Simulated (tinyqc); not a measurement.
# Conduction-band offset of an n-N heterojunction from carrier-profile moments: two studies

Layer 1 (x < 0) accumulates electrons and layer 2 (x > 0) is depleted. Boltzmann statistics. The bands bend down by V1 in layer 1 and up by V2 in layer 2, with V1 + V2 = VD = dE + Vt ln[(N2/Nc2)/(N1/Nc1)].

Values chosen for this exercise; values of the order of III-V alloys: temperature T = 300 K; relative permittivity of both layers eps_r = 13.4; density of states of the narrow-gap layer 1 Nc1 = 4.8e17 cm^-3; density of states of the wide-gap layer 2 Nc2 = 7.7e17 cm^-3; conduction-band offset dE = 0.25 eV; donor density in layer 1 N1 = 4e15 cm^-3; donor density in layer 2 N2 = 2.5e16 cm^-3; fixed charge at the interface si = 0 cm^-2.

Constants: q = 1.602176634e-19 C, kB = 1.380649e-23 J/K, Vt = kB T/q, eps0 = 8.8541878128e-14 F/cm where lengths are in cm. Results are converted to the units shown.

Each table varies one quantity; the others keep the values above.

## An error in the interface position

A C-V profile smears n(x) but keeps its zeroth and first moments: si = -int (N - n) dx, VD = (q/(eps0 eps_r)) int (N - n) x dx, dE = VD - Vt ln[(N2/Nc2)/(N1/Nc1)]. With the step of N placed at xi and the moment taken about xi, VD changes by (q/(eps0 eps_r)) [si xi + (N2 - N1) xi^2/2] and si by (N2 - N1) xi.

Results:
```
xi (nm)	error of si (cm^-2)	error of dE (meV)
-30	-6.300e10	12.76
-22.5	-4.725e10	7.178
-15	-3.150e10	3.190
-7.5	-1.575e10	0.7976
0	0	0
15	3.150e10	3.190
22.5	4.725e10	7.178
30	6.300e10	12.76
```

Estimate the missing row, xi = 7.5 nm.

Computed row:
```
xi (nm)	error of si (cm^-2)	error of dE (meV)
7.5	1.575e10	0.7976
```

With this row back in the table: Among the rows the error of dE lies between 0 and 12.8 meV, quadratic in xi, since without interface charge the first-order term vanishes; the error of si is linear, 2.10e9 cm^-2 a nanometre.

## Effect of the doping of the wide-gap layer

Sheet densities from the first integral: Q1 = sqrt((2 eps0 eps_r Vt N1/q)(exp(u1) - u1 - 1)) extra electrons, Q2 = sqrt((2 eps0 eps_r Vt N2/q)(exp(-u2) + u2 - 1)) missing ones, u = V/Vt; neutrality Q1 = Q2 + si.

Effect of the doping of the wide-gap layer:
```
N2 (cm^-3)	VD (V)	V1 (V)	Q1 (cm^-2)	n(0-)/Nc1
1.6e15	0.2141	0.04088	5.910e10	0.04052
3e15	0.2303	0.05186	8.236e10	0.06196
5.6e15	0.2465	0.06415	1.139e11	0.09964
1e16	0.2615	0.07658	1.535e11	0.1612
1.9e16	0.2781	0.09125	2.128e11	0.2842
3.5e16	0.2939	0.1058	2.899e11	0.4999
6.5e16	0.3099	0.1211	3.961e11	0.9009
1.2e17	0.3257	0.1364	5.389e11	1.633
```

Read the table: what changes, and by how much?

Q1 rises from 5.91e10 to 5.39e11 cm^-2, as N2^(0.51) over the table, while VD grows by Vt ln 10 a decade and the share V1/VD rises from 0.191 to 0.419. For N2 = 6.5e16, 1.2e17 n(0-) nears or passes Nc1, where degeneracy and quantisation lower Q1.

tinyqc, about 0.1 s, one thread, Intel Xeon 2.30GHz (shared host): `OMP_NUM_THREADS=1 python tinyqc.py 2410103 2410104 out.jsonl`
